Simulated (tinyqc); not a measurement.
Quantum-confined Stark effect in a modulator well: one step. Estimate for hard walls. Two cases, with inputs chosen for the exercise.

Problem. Second order: each level moves by -C m (e F)^2 L^4/(2c), C = (15/pi^2 - 1)/(24 pi^2), c = hbar^2/2m0, 1 kV/cm = 1e-5 eV/angstrom. It holds while e F L is no more than about twice 3 c pi^2/(m L^2).

Constants: hbar^2/2m0 = 3.80998211 eV angstrom^2.

Case 1.

Values chosen (near those of an InGaAsP well in InP; the results hold for these values, not for the real material):
- L = 96 angstrom (well width)
- me = 0.0488 m0 (electron, well)
- mh = 0.373 m0 (heavy hole along z, well)
- F = 85 kV/cm (field)

Case 2.

Values chosen (near those of a Ge well in SiGe, direct gap; the results hold for these values, not for the real material):
- L = 110 angstrom (well width)
- me = 0.0406 m0 (electron, well)
- mh = 0.208 m0 (heavy hole along z, well)
- F = 34 kV/cm (field)

Give: Estimate.

Solution.

Case 1.

Estimate:
```
carrier     shift (meV)  e F L over the level spacing
electron          -0.86                          0.33
heavy hole        -6.59                          2.49
```

The hole, 7.6 times heavier, carries 88 % of the estimated shift; for hard walls second order errs by about 2 % at a ratio of 1 and 13 % at 3.

Case 2.

Estimate:
```
carrier     shift (meV)  e F L over the level spacing
electron          -0.20                          0.16
heavy hole        -1.01                          0.83
```

The hole, 5.1 times heavier, carries 84 % of the estimated shift; for hard walls second order errs by about 2 % at a ratio of 1 and 13 % at 3.

Computed by tinyqc, one run a case: `OMP_NUM_THREADS=1 python tinyqc.py N N+1 out.jsonl` with N = 1280981, 1281187; one thread of a shared Intel(R) Xeon(R) Processor @ 2.30GHz, about 0.2 s a run at most.
